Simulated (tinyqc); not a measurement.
Grain-boundary diffusion: Harrison regimes, Fisher and Le Claire analysis, Hart average. Changing the grain size d. Computed by tinyqc, a small Python program. Command: `OMP_NUM_THREADS=1 python tinyqc.py 3010224 3010225 out.jsonl gbdiff sweep`. One thread of a shared host (Intel(R) Xeon(R) Processor @ 2.30GHz), about 0.01 s of CPU time with the checks.

A boundary is a slab of width delta with diffusivity D_b, normal to a surface held at constant concentration; it leaks into grains of diffusivity D.

Inputs (values chosen for the exercise, for a model polycrystal): lattice prefactor D0 = 5.3e-05 m^2/s; lattice activation energy E = 1.72 eV; boundary prefactor D0b = 6.5e-05 m^2/s; boundary activation energy E_b = 0.866 eV; boundary width delta = 0.64 nm; segregation factor s = 1; temperature T = 781 K; time t = 1700 s.

Constants: k_B = 8.617333262e-05 eV/K.

Method:
- D = D0 exp(-E/(k_B T)), D_b = D0b exp(-E_b/(k_B T)).
- Triple product P = s delta D_b.
- Hart average for parallel slabs: f = delta/d, D_eff = (s f D_b + (1 - f) D)/(1 - f + s f); share of the boundaries = s f D_b/(s f D_b + (1 - f) D); depth sqrt(D_eff t).

One run for each value:
```
grain size d (um)  D_eff (m^2/s)  share of the boundaries  depth sqrt(D_eff t) (um)
0.01                  1.0736e-11                  0.99996                    135.09
0.036                 2.9824e-12                  0.99986                     71.20
0.13                  8.2621e-13                  0.99949                     37.48
0.48                  2.2407e-13                  0.99812                     19.52
1.7                   6.3570e-14                  0.99337                     10.40
6.3                   1.7462e-14                  0.97584                      5.45
23                    5.0893e-15                  0.91711                      2.94
83                    1.7152e-15                  0.75407                      1.71
300                   7.7968e-16                  0.45896                      1.15
```

Over the rows, D_eff (m^2/s) falls from 1.07e-11 to 7.80e-16 (exponent d ln y / d ln x -1.00 between the first rows and -0.61 between the last); share of the boundaries falls from 1.000 to 0.459 (exponent d ln y / d ln x -8.0e-5 between the first rows and -0.39 between the last); depth sqrt(D_eff t) (um) falls from 135 to 1.15 (exponent d ln y / d ln x -0.50 between the first rows and -0.31 between the last). At the low end the exponent of D_eff is -1.00, close to -1: boundaries carry the flux, in proportion to their number.

Caution (rows 0.480, 1.70, 6.30, 23.0, 83.0, 300): outside regime A (which needs sqrt(D t) above about 3 d) the Hart average and its depth are formal: they describe a profile only in regime A or at steady state.
